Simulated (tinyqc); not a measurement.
Line shape against size: Raman line shape of confined optical phonons and breathing modes of small crystals. Computed by tinyqc, a small Python program. Command: `OMP_NUM_THREADS=1 python tinyqc.py 3002909 3002910 out.jsonl confine walk`. One thread of a shared host (Intel(R) Xeon(R) Processor @ 2.30GHz), about 0.02 s of CPU time with the checks.

Confinement in 2 direction(s) lets phonons with q away from zero scatter light. q is in units of 2 pi/a, from 0 to 1, and the branch is isotropic: omega(q)^2 = (omega_0^2 + omega_X^2)/2 + ((omega_0^2 - omega_X^2)/2) cos(pi q). The model and its constant beta are phenomenological; beta = 8 is the common choice.

Inputs (values chosen for the exercise, modelled on silicon):

| quantity | value | unit |
|---|---|---|
| bulk frequency omega_0 | 520.2 | 1/cm |
| frequency at the zone boundary omega_X | 415 | 1/cm |
| natural width Gamma_0 | 3.6 | 1/cm |
| lattice constant a | 5.431 | angstrom |
| size L | 12 | nm |
| confinement constant beta | 8 | - |

Shape: wire.

Method:
- Weight W(q) = q^1 exp(-(2 L q/a)^2/(2 beta)) dq, that is exp(-k^2 L^2/(2 beta pi^2)) for k = 2 pi q/a.
- Width q_c = a sqrt(2 beta)/(2 L), where the exponential falls to 1/e; curvature of the branch: omega(q) = omega_0 - c q^2, c = pi^2 (omega_0^2 - omega_X^2)/(8 omega_0); for small q_c the mean of q^2 is (number of confined directions) q_c^2/2, and the mean shift is -c times that.
- I(omega) = int W(q) / [(omega - omega(q))^2 + (Gamma_0/2)^2] dq / int W dq x (Gamma_0/2)^2, by 400 Gauss-Legendre points on 0 < q < min(1, 2.5 a sqrt(2 beta)/L).
- The peak is the maximum of I; the width is taken between the half-maximum points, and the asymmetry is the low-side half-width over the high-side one.

mean shift, quadratic estimate = -1.91169 1/cm

Line shape:

| L (nm) | peak shift (1/cm) | full width (1/cm) | asymmetry | mean shift, quadratic estimate (1/cm) |
|---|---|---|---|---|
| 3 | -4.9112 | 33.178 | 5.1816 | -30.587 |
| 3.6 | -4.0287 | 24.095 | 4.2873 | -21.241 |
| 4.4 | -3.2675 | 17.462 | 3.5004 | -14.219 |
| 5.5 | -2.5984 | 12.618 | 2.8109 | -9.1003 |
| 7 | -2.0233 | 9.2393 | 2.2394 | -5.6180 |
| 10 | -1.3701 | 6.3222 | 1.651 | -2.7528 |
| 15 | -0.83089 | 4.672 | 1.2597 | -1.2235 |
| 25 | -0.38669 | 3.8484 | 1.0499 | -0.44045 |

What follows from these numbers?

The peak shift falls with exponent -1.09 at the small end and -1.50 at the large end. For still larger L it tends to the mean shift, which goes as 1/L^2; the ratio is 0.16 in the first row and 0.88 in the last. The width exceeds Gamma_0 by over 10 % for L up to 15 nm. In a wire the factor q lowers the weight at q = 0.

Extremes, crossings and ranges named in words are read from the listed rows.
